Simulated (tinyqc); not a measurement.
Threshold of a short bulk MOSFET: charge sharing, barrier lowering, narrow width: two steps of the calculation.

n-channel device on a p-type body, depletion approximation, full ionisation. Uniform doping N = Na. Vbi from Boltzmann statistics is rough for the degenerate source. Cox = eps0 eox/tox.

Inputs (values chosen for the exercise); band and dielectric values close to those of silicon:
```
symbol,value,unit,meaning
T,300,K,temperature
Eg,1.1,eV,band gap
eps_r,11.6,,relative permittivity
Nc,2.83e19,cm^-3,conduction-band density of states at T
Nv,2.6e19,cm^-3,valence-band density of states at T
eox,24.4,,relative permittivity of the gate insulator (close to zirconium oxide)
tox,12,nm,insulator thickness
Na,3.8e17,cm^-3,channel doping
Nsd,1e20,cm^-3,source and drain doping
Vfb,-0.77,V,flat-band voltage for the doping Na
xj,40,nm,junction depth
Vbs,0,V,body-source voltage
Vds,1.2,V,drain-source voltage
W,1400,nm,gate width
xw,0,,shape factor of the fringing depletion at the width edges
L,160,nm,channel length
```

Constants: q = 1.602176634e-19 C, kB = 1.380649e-23 J/K, Vt = kB T/q, eps0 = 8.8541878128e-14 F/cm where lengths are in cm. Results are converted to the units shown.

Question 1. Long-channel threshold and scales. ni = sqrt(Nc Nv) exp(-Eg/(2 Vt)), Eg in volts; 2 pB = 2 Vt ln(N/ni); flat band Vfb - Vt ln(N/Na); Wd = sqrt(2 eps0 eps_r (2 pB - Vbs)/(q N)); body term q N Wd/Cox; long-channel VT0 = flat band + 2 pB + body term; Vbi = Vt ln(N Nsd/ni^2); scale length l = sqrt((eps_r/eox) tox Wd).

Find: N; 2 pB; flat band; Wd; body term; VT0; Vbi; l.

Answer 1.

N = 3.8000e17 cm^-3
2 pB = 0.87932 V
flat band = -0.77000 V
Wd = 54.469 nm
body term = 0.18420 V
VT0 = 0.29352 V
Vbi = 1.0234 V
l = 17.628 nm

Question 2. Short-channel and narrow-width shifts. Charge sharing (trapezoid; it ignores Vds): F = (xj/L)(sqrt(1 + 2 Wd/xj) - 1), lowering = body term times F. Barrier lowering: th = exp(-L/(2 l)) + 2 exp(-L/l), lowering = th [2 (Vbi - 2 pB) + Vds], DIBL = th. Narrow width: rise = body term times xw Wd/W. VT by each model = VT0 - lowering + rise.

2 pB = 0.87932406 V
Wd = 54.468553 nm
body term = 0.18419699 V
VT0 = 0.29352105 V
Vbi = 1.0233909 V
l = 17.627780 nm

Wanted: F; lowering by charge sharing; th; lowering of the barrier; DIBL; narrow-width rise; VT, charge sharing; VT, barrier lowering.

Answer 2.

F = 0.23240
lowering by charge sharing = 42.808 mV
th = 0.010920
lowering of the barrier = 16.251 mV
DIBL = 10.920 mV/V
narrow-width rise = 0 mV
VT, charge sharing = 0.25071 V
VT, barrier lowering = 0.27727 V

L is 9.08 scale lengths. The charge-sharing lowering is 2.63 times the barrier lowering; the first falls off as 1/L and the second exponentially. Both describe the same loss of gate control, so they are alternatives and are not added.

tinyqc, about 0.01 s, one thread, Intel Xeon 2.30GHz (shared host): `OMP_NUM_THREADS=1 python tinyqc.py 2002034 2002035 out.jsonl`
